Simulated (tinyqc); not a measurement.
Silicon n-p-n transistor, Gummel numbers and transit times: one step of the calculation.

One-dimensional n-p-n transistor in the forward active mode at low injection. In the base p(x) = NB exp(-eta x/wb) and ni(x)^2 = ni^2 exp((g0 + g1 x/wb)/Vt); electrons leave the base at vsat; band spikes at the emitter junction and recombination inside the emitter are ignored.

Problem. Gain, Early voltage and collector delay. ni = sqrt(Nc Nv) exp(-Eg/(2 Vt)), Eg in volts; GE = NE exp(-gE/Vt)(we/Dp + 1/Se); JC = J0 exp(VBE/Vt), J0 = q ni^2/GB; gain limited by back injection GE/GB, by base recombination tb/tauB, together 1/beta = the sum of the inverses; collector layer one-sided, Wc = sqrt(2 eps0 eps_r (Vbc + VCB)/(q NC)), Vbc = Vt ln(p(wb) NC/ni^2), Cjc = eps0 eps_r/Wc; Early voltage VA = GB q p(wb)/(f(wb) Cjc [1/Dn - (eta + g1/Vt)/(wb vsat)]), f(wb) = p(wb) exp(-(g0 + g1)/Vt), p(wb) = NB exp(-eta); tauC = Wc/(2 vsat).

Parameters, values chosen for the exercise; band and dielectric values close to those of silicon: temperature T = 250 K; band gap Eg = 1.13 eV; relative permittivity eps_r = 11.9; conduction-band density of states at T Nc = 2.13e19 cm^-3; valence-band density of states at T Nv = 2e19 cm^-3; saturation velocity vsat = 9.87e6 cm/s; neutral base width wb = 150 nm; base doping at the emitter edge NB = 6.6e17 cm^-3; doping falls as exp(-eta x/wb) eta = 0; gap reduction at the emitter edge of the base g0 = 0 eV; further gap reduction across the base (linear) g1 = 0 eV; electron diffusion coefficient in the base Dn = 5 cm^2/s; emitter doping NE = 3.1e19 cm^-3; gap reduction in the emitter (negative: wider gap) gE = 0.051 eV; neutral emitter width we = 130 nm; hole diffusion coefficient in the emitter Dp = 1.8 cm^2/s; recombination velocity at the emitter contact Se = 8e6 cm/s; electron lifetime in the base tb = 6e-8 s; collector doping NC = 1.1e16 cm^-3; collector-base reverse bias VCB = 0.4 V.

Constants: q = 1.602176634e-19 C, kB = 1.380649e-23 J/K, Vt = kB T/q, eps0 = 8.8541878128e-14 F/cm where lengths are in cm. Results are converted to the units shown.

GB = 2.0468693e12 s/cm^4
tauB = 24.019757 ps

Find: ni; GE; J0; GE/GB; tb/tauB; beta; Wc; Cjc; VA; tauC.

Solution.

ni = 8.410e7 cm^-3
GE = 2.135e13 s/cm^4
J0 = 5.536e-16 A/cm^2
GE/GB = 10.43
tb/tauB = 2498
beta = 10.39
Wc = 393.3 nm
Cjc = 0.2679 fF/um^2
VA = 61.20 V
tauC = 1.992 ps

The gain is limited more by back injection into the emitter. beta VA = 636 V.

Range of the model: Heavy doping makes emitter or base degenerate; gE and g0 are to be read as apparent gap changes that include this.

Computed by the program tinyqc: `OMP_NUM_THREADS=1 python tinyqc.py 2320101 2320102 out.jsonl`, one thread of a shared Intel Xeon 2.30GHz, about 0.01 s for the whole run.
